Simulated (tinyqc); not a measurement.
sp3s* tight binding: one step. Levels at this k. The numbers come from values chosen for the exercise (near a published set for Si, fitted to gaps, whose masses and valley positions are rough; spin-orbit coupling, where it is added without a refit, lifts the valence top and shrinks all gaps by about a third of the splitting).

H(k) (eV):
```
                      sa                   xa                   ya                   za                  s*a
sa             -4.197000                    0                    0                    0                    0
xa                     0             1.718000                    0                    0                    0
ya                     0                    0             1.718000                    0                    0
za                     0                    0                    0             1.718000                    0
s*a                    0                    0                    0                    0             6.694000
sc   -6.080576-0.117488i   0.104818+3.264011i   1.292313+0.264741i   0.205354+1.666040i                    0
xc   -0.104818-3.264011i   1.261135+0.024368i  -0.163883-1.329581i  -1.031329-0.211276i  -0.098079-3.054145i
yc   -1.292313-0.264741i  -0.163883-1.329581i   1.261135+0.024368i  -0.083650-2.604839i  -1.209222-0.247719i
zc   -0.205354-1.666040i  -1.031329-0.211276i  -0.083650-2.604839i   1.261135+0.024368i  -0.192151-1.558919i
s*c                    0   0.098079+3.054145i   1.209222+0.247719i   0.192151+1.558919i                    0

                      sc                   xc                   yc                   zc                 s*c
sa   -6.080576+0.117488i  -0.104818+3.264011i  -1.292313+0.264741i  -0.205354+1.666040i                   0
xa    0.104818-3.264011i   1.261135-0.024368i  -0.163883+1.329581i  -1.031329+0.211276i  0.098079-3.054145i
ya    1.292313-0.264741i  -0.163883+1.329581i   1.261135-0.024368i  -0.083650+2.604839i  1.209222-0.247719i
za    0.205354-1.666040i  -1.031329+0.211276i  -0.083650+2.604839i   1.261135-0.024368i  0.192151-1.558919i
s*a                    0  -0.098079+3.054145i  -1.209222+0.247719i  -0.192151+1.558919i                   0
sc             -4.197000                    0                    0                    0                   0
xc                     0             1.718000                    0                    0                   0
yc                     0                    0             1.718000                    0                   0
zc                     0                    0                    0             1.718000                   0
s*c                    0                    0                    0                    0            6.694000
```

Task: Diagonalise H, which belongs to k = (0.42, 0.04, 0.24) (2 pi/a). Four bands are filled (two electrons each); give the make-up of band 5, the lowest empty one.

Give: levels; weights of band 5; weight of band 5 on atom a.

Result:

levels (eV): [-11.3720, -4.0706, -1.7389, -0.9884, 2.1196, 3.5789, 4.4861, 5.0785, 8.8078, 9.4009]

weights of band 5: s 0.055, p 0.609, s* 0.337

weight of band 5 on atom a = 0.500

The vertical gap at this k is 3.1080 eV; band 5 is mostly p-like.

tinyqc: `OMP_NUM_THREADS=1 python tinyqc.py 1482146 1482147 out.jsonl`; about 0.1 s, one thread, shared Intel(R) Xeon(R) Processor @ 2.30GHz.
